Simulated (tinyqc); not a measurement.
Undoped symmetric double-gate MOSFET, analytic potential model: two steps of the calculation.

An undoped body of thickness ts between two equal insulators and tied gates; long channel, electrons only, n = ni exp((psi - V)/Vt) with V the quasi-Fermi potential (0 at the source, Vd at the drain), constant mobility, no quantisation. Across the body psi(x) = V - 2 Vt ln[(ts/(2 beta)) sqrt(q ni/(2 eps0 eps_r Vt)) cos(2 beta x/ts)], x from the centre. Q is the electron charge per area of the whole body.

Values chosen for this exercise; material values close to those of silicon:
- T = 293 K (temperature)
- eps_r = 11.9 (relative permittivity of the semiconductor)
- ts = 25 nm (body thickness)
- mu = 270 cm^2/(V s) (channel mobility)
- L = 1 um (gate length)
- Vg = 0.46 V (gate voltage)
- Vd = 0.05 V (drain voltage)

Constants: q = 1.602176634e-19 C, kB = 1.380649e-23 J/K, Vt = kB T/q, eps0 = 8.8541878128e-14 F/cm where lengths are in cm. Results are converted to the units shown.

Problem 1. beta at the source by Newton steps. With V = 0: f = ln(beta) - ln(cos beta) + 2 r beta tan(beta) - (Vg - V0)/(2 Vt); f' = 1/beta + tan(beta) + 2 r [tan(beta) + beta/cos^2(beta)]; beta(new) = beta - f/f'.

beta after iteration 1 = 0.95396595
r = 0.46104712
V0 = 0.37301988 V

Give: f; f'; beta after iteration 2.

Solution 1.

f = 0.01826
f' = 6.388
beta after iteration 2 = 0.9511

Problem 2. Charges and drain current. beta (between 0 and pi/2) solves (Vg - V0 - V)/(2 Vt) = ln(beta) - ln(cos beta) + 2 r beta tan(beta). Q = 8 eps0 eps_r Vt beta tan(beta)/ts; I = mu (1/L)(4 eps0 eps_r/ts)(2 Vt)^2 [g(beta_s) - g(beta_d)] per width, g = beta tan(beta) - beta^2/2 + r beta^2 tan^2(beta), with beta_s at V = 0 and beta_d at V = Vd.

beta_s = 0.95109771
beta_d = 0.76420374
r = 0.46104712

Wanted: Qs; Qd; g(beta_s); g(beta_d); I.

Solution 2.

Qs = 113.5 nC/cm^2
Qd = 62.36 nC/cm^2
g(beta_s) = 1.700
g(beta_d) = 0.6878
I = 1.175 uA/um

The term r beta^2 tan^2(beta), which gives the square law, makes up 48.2 % of g at the source.

Numbers from tinyqc (`OMP_NUM_THREADS=1 python tinyqc.py 2440020 2440021 out.jsonl`; about 0.01 s on one thread of a shared Intel Xeon 2.30GHz).
